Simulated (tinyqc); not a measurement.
Spectrum around the optical phonon: single-oscillator infrared dielectric function of a polar cubic crystal. Computed by tinyqc, a small Python program. Command: `OMP_NUM_THREADS=1 python tinyqc.py 3019598 3019599 out.jsonl infrared walk`. One thread of a shared host (Intel(R) Xeon(R) Processor @ 2.30GHz), about 0.01 s of CPU time with the checks.

One ion pair, charges +Z* and -Z*, in a cell of volume Omega = a^3/4. Frequencies omega are given as wavenumbers (1/cm); eps_s is the static dielectric constant.

Inputs (values chosen for the exercise, modelled on sodium chloride):
```
quantity              value      unit
lattice constant a     5.64  angstrom
mass M_A              22.99         u
mass M_B              35.45         u
omega_TO                166      1/cm
Born charge Z*         1.12         e
eps_inf                 2.3         -
phonon damping gamma    6.8      1/cm
```

Structure: rock salt. Free carriers: absent.

Constants: nu for 1 eV/(angstrom^2 u) = 15.6333042 THz; 1 THz = 33.35640952 1/cm; e^2/(4 pi eps_0) = 14.39964548 eV angstrom.

Method:
- mu = M_A M_B/(M_A + M_B); ionic plasma term W^2 = 4 pi Z*^2 (e^2/(4 pi eps_0))/(Omega mu) in eV/(angstrom^2 u), turned into 1/cm by W = 15.6333042 x 33.35640952 x sqrt(W^2); omega_LO^2 = omega_TO^2 + W^2/eps_inf; eps_s = eps_inf + W^2/omega_TO^2; Szigeti charge 3 Z*/(eps_inf + 2); longitudinal (Callen) charge Z*/eps_inf.
- eps(omega) = eps_inf + W^2/(omega_TO^2 - omega^2 - i gamma omega); n + i k = sqrt(eps) with k >= 0; R = |(n + i k - 1)/(n + i k + 1)|^2 at normal incidence from vacuum.
- The loss function is Im(-1/eps).

omega_LO = 265.445 1/cm

W = 314.136 1/cm

Spectrum:
```
omega (1/cm)      Re eps     Im eps          R  Im(-1/eps)
83                7.0713    0.13030    0.20565   0.0026050
141               14.960     1.5815    0.34876   0.0069887
161               43.971     27.903    0.58588    0.010289
166                  2.3     87.422    0.73691    0.011431
191              -8.5275     1.5757    0.89474    0.020953
216              -2.8362    0.39498    0.88580    0.048168
246             -0.68628    0.15156    0.80701     0.30683
265           -0.0086026   0.097497    0.44417      10.177
271              0.15284   0.086233    0.18388      2.8002
281              0.38296   0.071259   0.055672     0.46962
305              0.79421   0.047702  0.0034842    0.075353
398               1.5462   0.015592   0.011784   0.0065217
664               2.0613  0.0026076   0.032001  6.1372e-04
```

What follows from these numbers?

R peaks among these rows at 191 per cm with 0.89 and is lowest, 0.003, at 305; far above omega_LO it tends to ((sqrt(eps_inf) - 1)/(sqrt(eps_inf) + 1))^2 = 0.042. Im eps is largest at 166 and the loss function at 265: absorption marks the TO mode and the loss function the LO mode. Re eps is negative in some rows, where R averages 0.76.

Extremes, crossings and ranges named in words are read from the listed rows.
